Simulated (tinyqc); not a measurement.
## MOSFET in the linear regime without short-channel effects, parameter extraction from computed curves: extraction methods against the body factor

Inversion charge Q = Cox n Vt W0(exp((Vg - VT)/(n Vt))), W0 the Lambert function and n = nf; u = Q/Cox; mobility mu = mu0/(1 + th1 u + th2 u^2); channel resistance Rch = (L - dL)/(W mu Q); Id = Vd/(Rch + Rsd/W). Cox = eps0 eox/tox. Small Vd, no channel-length or drain effects.

From the continuous curve Id(Vg): tangent at peak gm (V_ext = Vg - Id/gm); constant current Id = 0.1 uA W/L; peak of d2Id/dVg2; Y = Id/sqrt(gm) drawn through Vg = VT + 0.6 and VT + 0.8 V, with intercept VT_Y and slope s. Mobilities gm,max L/(W Cox Vd) and s^2 L/(W Cox Vd) with the drawn L. Last column: share of Rsd/W in the total resistance at VT + 0.8 V.

Values chosen for this exercise; channel values of the order met in silicon transistors: temperature T = 200 K; relative permittivity of the gate insulator (close to silicon dioxide) eox = 3.9; insulator thickness tox = 1.8 nm; low-field mobility mu0 = 250 cm^2/(V s); first mobility attenuation factor th1 = 0.5 1/V; second mobility attenuation factor th2 = 0 1/V^2; threshold voltage VT = 0.4 V; gate width W = 0.5 um; drawn gate length L = 0.075 um; drawn less effective length dL = 0.009 um; source plus drain resistance Rsd = 100 ohm um; drain voltage Vd = 0.05 V.

Constants: q = 1.602176634e-19 C, kB = 1.380649e-23 J/K, Vt = kB T/q, eps0 = 8.8541878128e-14 F/cm where lengths are in cm. Results are converted to the units shown.

Result of one run:

| nf | V_ext (V) | constant current (V) | second derivative (V) | VT_Y (V) | mobility from gm (cm^2/(V s)) | mobility from Y (cm^2/(V s)) | series share (%) |
|---|---|---|---|---|---|---|---|
| 1.3 | 0.396 | 0.363 | 0.392 | 0.440 | 184 | 265 | 27.8 |

What becomes of these results when the body factor nf is changed from 1.3 to 1.6, all else the same?

Result of the changed run:

| nf | V_ext (V) | constant current (V) | second derivative (V) | VT_Y (V) | mobility from gm (cm^2/(V s)) | mobility from Y (cm^2/(V s)) | series share (%) |
|---|---|---|---|---|---|---|---|
| 1.6 | 0.392 | 0.348 | 0.390 | 0.443 | 177 | 260 | 27.6 |

The whole series:

| nf | V_ext (V) | constant current (V) | second derivative (V) | VT_Y (V) | mobility from gm (cm^2/(V s)) | mobility from Y (cm^2/(V s)) | series share (%) |
|---|---|---|---|---|---|---|---|
| 1 | 0.400 | 0.377 | 0.395 | 0.436 | 194 | 269 | 28.1 |
| 1.1 | 0.399 | 0.373 | 0.394 | 0.438 | 191 | 268 | 28.0 |
| 1.2 | 0.398 | 0.368 | 0.393 | 0.439 | 187 | 266 | 27.9 |
| 1.3 | 0.396 | 0.363 | 0.392 | 0.440 | 184 | 265 | 27.8 |
| 1.4 | 0.395 | 0.358 | 0.391 | 0.441 | 182 | 263 | 27.7 |
| 1.5 | 0.394 | 0.353 | 0.391 | 0.443 | 179 | 262 | 27.7 |
| 1.6 | 0.392 | 0.348 | 0.390 | 0.443 | 177 | 260 | 27.6 |
| 1.7 | 0.391 | 0.343 | 0.389 | 0.444 | 174 | 259 | 27.5 |

The model has VT = 0.4 V and mu0 = 250 cm^2/(V s). Over the table the extracted thresholds move by 8.9 mV (tangent), 34 mV (constant current), 6.0 mV (second derivative), 8.2 mV (Y function). The mobility from gm falls from 194 to 174 and that from Y falls from 269 to 259 cm^2/(V s).

tinyqc, about 0.01 s, one thread, Intel Xeon 2.30GHz (shared host): `OMP_NUM_THREADS=1 python tinyqc.py 2210090 2210091 out.jsonl`
